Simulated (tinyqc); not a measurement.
Two-band massive Dirac model of the K valleys: one step. Band edges of the four flavours.

Basis (conduction, valence): H = [[D/2, a t (tau kx - i ky)], [a t (tau kx + i ky), -D/2 + lam tau sz]], valley tau = +/-1, spin sz = +/-1. The gap of a spin and valley is G = D - lam tau sz. Berry curvature Omega = curl of i<u|grad u>; for the conduction band Omega_c = -tau 2 a^2 t^2 G/(G^2 + 4 a^2 t^2 k^2)^(3/2), and Omega_v = -Omega_c.

Constants: hbar^2/2m0 = 3.80998211 eV angstrom^2.

Values chosen for the exercise (near those used for monolayer WS2; the results hold for these values, not for the real material): a = 3.206 angstrom (lattice constant); D = 1.85 eV (gap parameter); t = 1.43 eV (effective hopping); lam = 0.219 eV (half the valence spin splitting).

Problem. At k = 0: Ec = D/2, Ev = -D/2 + lam tau sz; mass m/m0 = c G/(a t)^2 for both bands, c = hbar^2/2m0; Omega_c(0) = -2 tau a^2 t^2/G^2.

Give: Edges.

Solution.

Edges:
```
tau  sz  Ec (eV)  Ev (eV)  G (eV)  mass (m0)  Omega_c (angstrom^2)
1     1   0.9250  -0.7060  1.6310     0.2956               -15.802
1    -1   0.9250  -1.1440  2.0690     0.3750                -9.820
-1    1   0.9250  -1.1440  2.0690     0.3750                 9.820
-1   -1   0.9250  -0.7060  1.6310     0.2956                15.802
```

The top of the valence band has spin up at tau = +1 and spin down at tau = -1: spin and valley are locked, with 438 meV between the two valence bands (A and B transitions at 1.631 and 2.069 eV, without exciton binding).

Program tinyqc; command `OMP_NUM_THREADS=1 python tinyqc.py 1482385 1482386 out.jsonl`; about 0.01 s on one thread of a shared Intel(R) Xeon(R) Processor @ 2.30GHz.
